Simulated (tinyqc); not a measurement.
Inside a calculation: ellipsoidal valleys in the axes of a wafer and a channel. Values are carried at full precision from step to step, so a last printed digit may differ when a step is redone from the rounded ones.

Valleys with axes a along [111], [1-1-1], [-11-1] and [-1-11], one whole valley each; inverse mass tensor w = 1/mt + (1/ml - 1/mt) a a. Device axes: z = nz/|nz|, x = nx/|nx|, y = z cross x; in them a = (ax, ay, az). Confinement mass mz = 1/w_zz. In the plane w_ij is replaced by u_ij = w_ij - w_iz w_jz/w_zz (i, j = x, y); density-of-states mass md = 1/sqrt(det u); conductivity mass along x mc = 1/u_xx; ballistic transport mass mx = u_yy/det u, width mass my = 1/u_yy.

Constants: hbar^2/2m0 = 3.80998211 eV angstrom^2; kB = 8.617333262e-05 eV/K.

Inputs chosen for the exercise (near those of the L valleys of GaAs; not measured data): ml = 1.894 m0 (longitudinal mass); mt = 0.075 m0 (transverse mass); nz = (1, 1, 1) (surface normal (confinement)); nx = (1, -1, 0) (channel direction); t = 5.4 nm (thickness of the film); T = 300 K (temperature).

## Device axes and valley axes

Give the rows x, y, z in cubic components and each valley axis in device components.

device axes, rows x, y, z; columns [100], [010], [001]:
```
[[0.7071, -0.7071, 0.0000],
 [0.4082, 0.4082, -0.8165],
 [0.5774, 0.5774, 0.5774]]
```

valley axes, rows [111], [1-1-1], [-11-1], [-1-11]; columns ax, ay, az:
```
[[0.0000, 0.0000, 1.0000],
 [0.8165, 0.4714, -0.3333],
 [-0.8165, 0.4714, -0.3333],
 [0.0000, -0.9428, -0.3333]]
```

## Tensors of the valley [1-1-1]

Form w and the reduced tensor u.

w (1/m0), rows x, y, z and columns alike:
```
[[4.7964, -4.9288, 3.4852],
 [-4.9288, 10.4877, 2.0122],
 [3.4852, 2.0122, 11.9105]]
```

u (1/m0), rows x, y and columns alike:
```
[[3.7766, -5.5176],
 [-5.5176, 10.1478]]
```

The axis is tilted against the normal, so w_xz or w_yz is not zero and the reduction changes the masses in the plane.

## Masses of all valleys

Give mz, md, mc, mx and my.

Masses (m0):
```
valley       mz      md      mc      mx      my
[111]    1.8940  0.0750  0.0750  0.0750  0.0750
[1-1-1]  0.0840  0.3562  0.2648  1.2877  0.0985
[-11-1]  0.0840  0.3562  0.2648  1.2877  0.0985
[-1-11]  0.0840  0.3562  0.0750  0.0750  1.6919
```

mz md^2 = ml mt^2 = 0.01065 for every valley, so a heavy confinement mass comes with a small density of states. The heaviest mz is 1.894, for [111].

## Subbands and shares in a film

Hard walls: E_n = c (n pi/t)^2/mz, c = hbar^2/2m0, n = 1, 2, 3. Non-degenerate share of a valley proportional to md sum_n exp(-E_n/kT); mean 1/mc = sum of share/mc. 1 nm = 10 angstrom.

Give the ladders, the shares and the mean conductivity mass.

Subbands:
```
valley   E1 (meV)  E2 (meV)  E3 (meV)  share
[111]         6.8      27.2      61.3  0.970
[1-1-1]     153.6     614.4    1382.3  0.010
[-11-1]     153.6     614.4    1382.3  0.010
[-1-11]     153.6     614.4    1382.3  0.010
```

mean mc = 0.0761 m0

The lowest ladder ([111]) holds 97 % of the electrons in these valleys, the next starts 147 meV higher. With E3 - E1 below about 3 kT, three subbands are too few and the shares are approximate.

## Checks

- mz md^2 against ml mt^2: they agree to 1e-10 or better.
- mx my against md^2: they agree to 1e-10 or better.

(tinyqc, `OMP_NUM_THREADS=1 python tinyqc.py 1851095 1851096 out.jsonl`, Intel(R) Xeon(R) Processor @ 2.30GHz, 1 thread, shared host, about 0.01 s.)
